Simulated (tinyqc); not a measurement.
From image to dissolution rate: chemically amplified photoresist: aerial image, acid generation, bake, development and line width. Computed by tinyqc, a small Python program. Command: `OMP_NUM_THREADS=1 python tinyqc.py 3030721 3030722 out.jsonl resist walk`. One thread of a shared host (Intel(R) Xeon(R) Processor @ 2.30GHz), about 0.02 s of CPU time with the checks.

Lines and spaces of pitch p with a two-beam-like image; x = 0 is the middle of the bright space. The resist is positive and treated as uniform in depth.

Inputs (values chosen for the exercise, for a model resist at 13.5 nm):
```
quantity                                         value     unit
pitch p                                             30       nm
image contrast c                                  0.87        -
mean dose E                                       5.09  mJ/cm^2
Dill parameter C                                 0.023  cm^2/mJ
quencher load q, relative to the acid generator   0.07        -
acid diffusivity D                               0.049   nm^2/s
bake time t                                         90        s
amplification rate k_amp                         0.022      1/s
threshold protection m_th                         0.45        -
development selectivity n                            3        -
largest rate r_max                                 480     nm/s
smallest rate r_min                              0.036     nm/s
```

Method:
- Dose E(x) = E [1 + c cos(2 pi x/p)]; acid h = 1 - exp(-C E(x)).
- Bake: the acid image is blurred by a Gaussian of variance sigma^2 = 2 D t (each Fourier term k of h, taken on 64 points, is multiplied by exp(-4 pi^2 k^2 D t/p^2)).
- The quencher then removes q, h_eff = max(h_blurred - q, 0); protection m = exp(-k_amp t h_eff).
- Mack rate r = r_max (a + 1)(1 - m)^n/(a + (1 - m)^n) + r_min, a = ((n + 1)/(n - 1))(1 - m_th)^n.

Across half a pitch:
```
x/p   x (nm)  dose (mJ/cm^2)  blurred acid  protection m  rate (nm/s)
0.00     0.0          9.5183       0.18187        0.8013   1.4768e+01
0.05     1.5          9.3016       0.17841        0.8068   1.3602e+01
0.10     3.0          8.6726       0.16832        0.8231   1.0504e+01
0.15     4.5          7.6929       0.15243        0.8494   6.5355e+00
0.20     6.0          6.4584       0.13213        0.8843   3.0034e+00
0.25     7.5          5.0900       0.10923        0.9253   8.3772e-01
0.30     9.0          3.7216       0.08593        0.9689   9.3579e-02
0.35    10.5          2.4871       0.06456        1.0000   3.6000e-02
0.40    12.0          1.5074       0.04736        1.0000   3.6000e-02
0.45    13.5          0.8784       0.03620        1.0000   3.6000e-02
0.50    15.0          0.6617       0.03234        1.0000   3.6000e-02
```

What follows from these numbers?

The dose varies by a factor 14.38 across the pattern and the rate by 410.

Extremes, crossings and ranges named in words are read from the listed rows.
